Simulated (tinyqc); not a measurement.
Ion-assisted plasma etching: sheath, surface coverage, synergy and aspect-ratio dependence: one step, computed by the program tinyqc.

Radicals adsorb on bare sites; ions remove covered sites with a high yield and bare sites by sputtering; a slow spontaneous reaction acts everywhere, walls included.

Task: Fluxes. Bohm speed u_B = sqrt(e T_e/M_i); ion flux G_i = 0.61 n_e u_B; radical flux G_n = n c/4 with c = sqrt(8 k_B T_g/(pi M_n)).

Inputs (values chosen for the exercise, close to those used for silicon in a halogen plasma):
```
quantity                    value    unit
plasma density n_e        1.6e+10  1/cm^3
electron temperature T_e      4.1      eV
ion mass M_i                   80       u
radical density n           1e+14  1/cm^3
radical mass M_n               80       u
gas temperature T_g           350       K
```

Feature: long trench.

Constants: e = 1.602176634e-19 C; u = 1.6605390666e-27 kg; k_B = 1.380649e-23 J/K.

Give: Bohm speed; ion flux G_i; radical speed c; radical flux G_n; flux ratio G_n/G_i.

Result:

Bohm speed = 2.2237e+05 cm/s

ion flux G_i = 2.1703e+15 1/(cm^2 s)

radical speed c = 30435 cm/s

radical flux G_n = 7.6088e+17 1/(cm^2 s)

flux ratio G_n/G_i = 350.58
